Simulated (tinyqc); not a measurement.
# Ballistic Schottky-barrier transistor with a two-dimensional channel, WKB contacts, step by step

Program tinyqc, `OMP_NUM_THREADS=1 python tinyqc.py 2390003 2390004 out.jsonl`; Intel Xeon 2.30GHz, shared host, one thread, about 0.5 s. Printed values are rounded.

Source Fermi level 0, drain Fermi level -Vd. Far from the contacts Ec = pn - psi, and the gate moves psi one to one; the band edges relax as exp(-x/lam) from pn at the source and pn - Vd at the drain; Ev = Ec - Eg. A carrier of energy w inside the channel band meets at a contact a barrier of height D (the contact edge beyond the channel edge): T = 1 for w >= D, else exp(-S), S = 4 lam sqrt(m/C) [sqrt(D - w) - sqrt(w) arctan sqrt((D - w)/w)], C = hbar^2/(2 m0). The two contacts combine as Ts Td/(Ts + Td - Ts Td).

Parameters, values chosen for the exercise; channel values close to those of a black phosphorus layer:

| symbol | value | unit | meaning |
|---|---|---|---|
| T | 350 | K | temperature |
| Eg | 0.889 | eV | band gap |
| pn | 0.41 | eV | barrier for electrons at both contacts |
| mn | 0.16 | m0 | electron mass |
| mp | 0.16 | m0 | hole mass |
| g | 1 |  | valleys or subbands |
| lam | 2.4 | nm | screening length at the contacts |
| Vd | 0.3 | V | drain bias |
| ps | -0.54 | V | band shift psi of the channel by the gate |
| w0 | 0.61 | eV | energy of one carrier inside the channel band |
| wm | 1.1 | eV | upper end of the grid |
| nE | 15 |  | points of the grid |

Constants: q = 1.602176634e-19 C, kB = 1.380649e-23 J/K, hbar = 1.054571817e-34 J s, h = 6.62607015e-34 J s, m0 = 9.1093837015e-31 kg, Vt = kB T/q, hbar^2/(2 m0) = 0.0380998212 eV nm^2. Results are converted to the units shown.

Range of the model: No scattering, image-force lowering, channel charge or band-to-band tunnelling; parabolic kappa overstates S deep in the gap.

## Band edges and barriers

Electrons: Ds = psi, Dd = psi - Vd, Es = Ec, Ed = Ec + Vd. Holes: Ds = -psi, Dd = Vd - psi, Es = -Ev, Ed = -Ev - Vd. The size of each current is taken; both flow from drain to source and add.

Ec = 0.95 eV
Ev = 0.061 eV
D for electrons (eV): source -0.540000, drain -0.840000
D for holes (eV): source 0.540000, drain 0.840000

A negative D is no barrier. Here the holes carry the larger current.

## Transmission of one of the holes

S and T at both contacts for w = w0, and the tunnelling distance lam ln(D/w) at the higher barrier.

S at the source = 0
S at the drain = 0.973559
combined T = 0.377736
tunnelling distance = 0.767863 nm

## Current of the holes on a coarse grid

I/W = g (2 q^2/h) int T(w) [N(Es + w) - N(Ed + w)] dw with w the energy of motion along the channel, N(y) = (1/2 pi) sqrt(pi m kB T/C) Fm(-y/kB T), Fm(x) = (1/sqrt(pi)) int_0^infinity u^(-1/2)/(1 + exp(u - x)) du. Electrons: Ds = psi, Dd = psi - Vd, Es = Ec, Ed = Ec + Vd. Holes: Ds = -psi, Dd = Vd - psi, Es = -Ev, Ed = -Ev - Vd. The size of each current is taken; both flow from drain to source and add. Simpson's rule on nE equally spaced w from 0 to wm.

| point | w (eV) | Ts | Td | T | size of the supply difference (1/um) |
|---|---|---|---|---|---|
| 0 | 0.00000 | 5.26710e-7 | 1.47715e-8 | 1.43685e-8 | 242.808 |
| 1 | 0.07857 | 0.00104931 | 3.64881e-5 | 3.52632e-5 | 304.173 |
| 2 | 0.15714 | 0.0126991 | 5.55867e-4 | 5.32840e-4 | 287.486 |
| 3 | 0.23571 | 0.0644176 | 0.00361708 | 0.00343654 | 223.845 |
| 4 | 0.31429 | 0.203310 | 0.0150113 | 0.0141773 | 127.557 |
| 5 | 0.39286 | 0.460973 | 0.0463354 | 0.0439539 | 28.2035 |
| 6 | 0.47143 | 0.794525 | 0.114897 | 0.111582 | 2.53392 |
| 7 | 0.55000 | 1 | 0.239064 | 0.239064 | 0.190384 |
| 8 | 0.62857 | 1 | 0.428006 | 0.428006 | 0.0140861 |
| 9 | 0.70714 | 1 | 0.667388 | 0.667388 | 0.00104100 |
| 10 | 0.78571 | 1 | 0.903579 | 0.903579 | 7.69266e-5 |
| 11 | 0.86429 | 1 | 1 | 1 | 5.68457e-6 |
| 12 | 0.94286 | 1 | 1 | 1 | 4.20068e-7 |
| 13 | 1.02143 | 1 | 1 | 1 | 3.10413e-8 |
| 14 | 1.10000 | 1 | 1 | 1 | 2.29383e-9 |

current = 25.9021 uA/um

A converged quadrature gives 26.31 uA/um; this grid is 1.5 % below that. Under 0.001 % of it passes over both barriers, the rest tunnels. The other carrier adds 4.91e-12 uA/um.
